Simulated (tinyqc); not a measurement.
Field emission through a triangular barrier, exact transmission by Airy functions: two steps of the calculation.

The left lead has its band edge at 0; for x > 0 the edge falls without end, U(x) = U0 - F x, with mass m1. No transverse momentum; C = hbar^2/(2 m0); psi and psi'/m are continuous at x = 0. The outgoing solution is Bi(z) + i Ai(z).

Inputs (values chosen for the exercise); masses and offsets of a made-up heterostructure:
- mL = 0.051 m0 (mass in the left lead)
- U0 = 1.2 eV (barrier edge at x = 0)
- m1 = 0.13 m0 (mass in the barrier)
- E = 0.699 eV (electron energy)
- F = 0.049 V/nm (field in the barrier)

Constants: q = 1.602176634e-19 C, hbar = 1.054571817e-34 J s, m0 = 9.1093837015e-31 kg, hbar^2/(2 m0) = 0.0380998212 eV nm^2. Results are converted to the units shown.

Question 1. Scaled variables. Energy scale e = (C F^2/m1)^(1/3), z(x) = (U(x) - E)/e, s = (dz/dx)/m1 = -F/(e m1); v = k/m in a lead. vL = sqrt(mL E/C)/mL.

Wanted: e; z(0); s; vL; turning point (U0 - E)/F.

Answer 1.

e = 0.088945 eV
z(0) = 5.6327
s = -4.2377 1/nm
vL = 18.967 1/nm
turning point (U0 - E)/F = 10.224 nm

Question 2. Transmission, exact and WKB. With the Airy functions at z = z(0): g = s (Bi' + i Ai')/(Bi + i Ai), r = (i vL - g)/(i vL + g), T(E) = 1 - |r|^2 = 4 vL Im(g)/|i vL + g|^2, vL = sqrt(mL E/C)/mL. Im(g) = -s/(pi (Ai^2 + Bi^2)) by the Wronskian. WKB: exp(-S), S = (4/(3 F)) sqrt(m1/C) [max(U0 - E, 0)^1.5].

Airy functions: Ai 2.4492499e-5, Ai' -5.9169767e-5, Bi 2740.4250, Bi' 6375.8122
s = -4.2376864 1/nm
vL = 18.966711 1/nm

Find: Re g; Im g; T(E); exp(-S).

Answer 2.

Re g = -9.8593 1/nm
Im g = 1.7962e-7 1/nm
T(E) = 2.9822e-8
exp(-S) = 1.8158e-8

Range of the model: Masses are held fixed, although real bands cease to be parabolic a few tenths of an eV from their edges.

Computed by the program tinyqc: `OMP_NUM_THREADS=1 python tinyqc.py 2580102 2580103 out.jsonl`, one thread of a shared Intel Xeon 2.30GHz, about 0.01 s for the whole run.
